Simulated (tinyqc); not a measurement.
# Sheet resistance and Hall data of a diffused or implanted layer, step by step

A worked calculation. Computed by tinyqc, a small Python program that keeps every step. Command: `OMP_NUM_THREADS=1 python tinyqc.py 3013566 3013567 out.jsonl layer walk`. One thread of a shared host (Intel(R) Xeon(R) Processor @ 2.30GHz), about 0.01 s of CPU time with the checks. Intermediate numbers are printed to about 5 digits and carried at full precision; extremes and crossings named in words are read from the listed rows.

Carriers are taken equal to the net active doping down to the junction (full ionisation, which deep dopants in wide-gap hosts do not reach; no spill-over, no depletion), and the Hall factor is 1.

Inputs (values chosen for the exercise, modelled on arsenic in silicon):
```
quantity                                 value        unit
mu_min                                    52.8  cm^2/(V s)
mu_max                                    1400  cm^2/(V s)
N_ref                                    1e+17      1/cm^3
exponent alpha                            0.66           -
peak concentration N_0                 6.5e+18      1/cm^3
length scale l                             120          nm
background doping N_B (opposite type)  2.2e+17      1/cm^3
probe current I                            0.5          mA
magnetic field B                             1           T
```

Profile: complementary error function. Activation: complete.

Constants: e = 1.602176634e-19 C.

## Dose and junction depth

N(x) = N_0 erfc(x/l), dose N_0 l/sqrt(pi), junction x_j = l erfc^-1(N_B/N_0).

dose = 4.4007e+13 1/cm^2

junction depth x_j = 180.05 nm

## Profile

Mobility mu = mu_min + (mu_max - mu_min)/(1 + (N_t/N_ref)^alpha), N_t = active doping + N_B; carriers n = active doping - N_B, all dopants active. sigma = e n mu.

Depth, doping, carriers, mobility and conductivity at 2, 10, 20, 35, 50, 65, 80, 90 and 98 % of the layer:
```
x (nm)  N (1/cm^3)  n (1/cm^3)  mu (cm^2/(V s))  sigma (S/cm)
3.60    6.2800e+18  6.0600e+18           133.36        129.48
18.00   5.4077e+18  5.1877e+18           140.87        117.09
36.01   4.3634e+18  4.1434e+18           152.70        101.37
63.02   2.9749e+18  2.7549e+18           177.09         78.17
90.02   1.8766e+18  1.6566e+18           212.22         56.33
117.03  1.0908e+18  8.7085e+17           261.19         36.44
144.04  5.8239e+17  3.6239e+17           324.81         18.86
162.04  3.6511e+17  1.4511e+17           372.87          8.67
176.45  2.4424e+17  2.4237e+16           411.62          1.60
```

The mobility varies by a factor 3.1 across these points and the conductivity by 81.0.

## Sheet values

Integrals from x_0 (0 unless stated) to x_j by the midpoint rule on 400 even intervals: 1/R_s = e int n mu dx; sheet density n_s = int n dx; Hall sheet density (int n mu dx)^2/int n mu^2 dx; Hall mobility int n mu^2 dx/int n mu dx. Mean conductivity 1/(R_s x_j); mean mobility 1/(e n_s R_s).

sheet resistance R_s = 929.40 ohm

sheet density n_s = 3.9374e+13 1/cm^2

mean mobility = 170.56 cm^2/(V s)

Hall sheet density = 3.6887e+13 1/cm^2

Hall mobility = 182.06 cm^2/(V s)

mean conductivity 1/(R_s x_j) = 59.760 S/cm

Carriers amount to 89.5 % of the dose. A Hall measurement weights the mobile tail and reports 93.7 % of n_s.

## What the probes read

Collinear four-point probe on a large thin layer: V = I R_s ln(2)/pi. Van der Pauw on a symmetric sample: R = R_s ln(2)/pi as well. Hall voltage V_H = I B/(e x Hall sheet density); tangent of the Hall angle V_H/(I R_s).

four-point voltage = 102.53 mV

Hall voltage = 8.4603 mV

tangent of the Hall angle = 0.018206

## Shortcuts against the integral

Shortcuts: R_s = 1/(e Q mu) with the dose Q and the mobility at the (active) peak concentration; 1/(e n_s mu) with mu at N_t = n_s/x_j + N_B; 1/(e Q mu_max).

Sheet resistances:
```
method                                   R_s (ohm)  deviation (%)
integral                                     929.4          0.000
dose, mobility at the peak                  1076.8         15.861
n_s, mobility at the mean concentration      793.2        -14.658
dose, mu_max                                 101.3        -89.100
```

The closest shortcut is «n_s, mobility at the mean concentration» (-14.7 %). The peak mobility is the lowest in the layer, so with full activation it overestimates R_s.

## Stripping the layer step by step

After removing a depth d the integrals start at d. Differences between neighbouring rows give the local conductivity -d(1/R_s)/dx at the middle of the slice (the last slice uses one more step, not listed).

Differential sheet resistance:
```
removed d (nm)  R_s (ohm)  slice conductivity (S/cm)  sigma at mid-slice (S/cm)
0                     929                     124.85                     124.87
18                   1175                     109.24                     109.24
36                   1528                      93.57                      93.55
54                   2057                      78.21                      78.18
72                   2895                      63.46                      63.43
90                   4326                      49.52                      49.48
108                  7041                      36.51                      36.46
126                 13102                      24.51                      24.46
```

R_s doubles after removing between 36.0 and 54.0 nm of a layer 180 nm deep, so half the current flows above that depth. Where sigma exceeds a tenth of its largest listed value, the slice values agree with it within 1 %.

Checks made by the program: conductance integral against adaptive quadrature (relative difference 3e-07).
